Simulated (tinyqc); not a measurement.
# Square on-chip spiral inductor, lumped pi model: effect of the metal thickness

Outer diameter do = di + 2 n wd + 2 (n - 1) sp, mean da = (do + di)/2, fill p = (do - di)/(do + di), length l = 4 n da. L = 2.34 mu0 n^2 da/(1 + 2.75 p), mu0 = 4 pi 1e-7 H/m. Rs = rho l/(wd delta (1 - exp(-th/delta))), delta = sqrt(rho/(pi f mu0)). Cs = n wd^2 eps0 eo/hu across the coil. At each end Cox = l wd eps0 eo/(2 ho) leads to the substrate branch Rsi = 2 rs he/(l wd) in parallel with Csi = l wd eps0 11.7/(2 he). With one end grounded Y = 1/(Rs + i w L) + i w Cs + 1/[1/(i w Cox) + 1/(1/Rsi + i w Csi)], w = 2 pi f; Q = -Im Y/Re Y. Eddy currents in neighbouring turns and in the substrate are left out.

Peak Q and its frequency from a search over f; self-resonance where Im Y = 0; Q at the given f (negative beyond resonance).

Values chosen for this exercise; values of the order met in silicon radio-frequency processes:
- n = 3.5 (number of turns)
- wd = 20 um (line width)
- sp = 2 um (space between turns)
- di = 80 um (inner diameter)
- rho = 2.2 uohm cm (metal resistivity)
- ho = 3.9 um (oxide below the coil)
- hu = 0.7 um (oxide between coil and underpass)
- eo = 3 (relative permittivity of the oxide)
- rs = 10 ohm cm (substrate resistivity)
- he = 30 um (effective spreading depth in the substrate)
- f = 1.3 GHz (frequency)

Constants: eps0 = 8.8541878128e-12 F/m. Results are converted to the units shown.

The same in every row: L (nH) = 2.396; do (um) = 230.0.

Results:
```
th (um),peak Q,f of the peak (GHz),self-resonance (GHz),Q at f
0.5,5.226,2.797,9.126,3.469
0.9,7.635,2.457,9.133,5.663
1.5,10.11,2.201,9.135,8.202
3,13.39,1.918,9.135,12.00
4,14.45,1.824,9.136,13.34
6,15.42,1.723,9.136,14.66
9,15.83,1.664,9.136,15.28
```

Estimate the missing row, th = 2 um.

Computed row:
```
th (um),peak Q,f of the peak (GHz),self-resonance (GHz),Q at f
2,11.54,2.074,9.135,9.797
```

With this row back in the table: As th goes from 0.5 to 9, L stays at 2.40 nH, the peak Q rises from 5.23 to 15.8, its frequency falls from 2.80 to 1.66 GHz and the self-resonance stays near 9.13 GHz. Once th exceeds a few skin depths Rs no longer falls.

Program tinyqc, `OMP_NUM_THREADS=1 python tinyqc.py 2302241 2302242 out.jsonl`; Intel Xeon 2.30GHz, shared host, one thread, about 0.01 s.
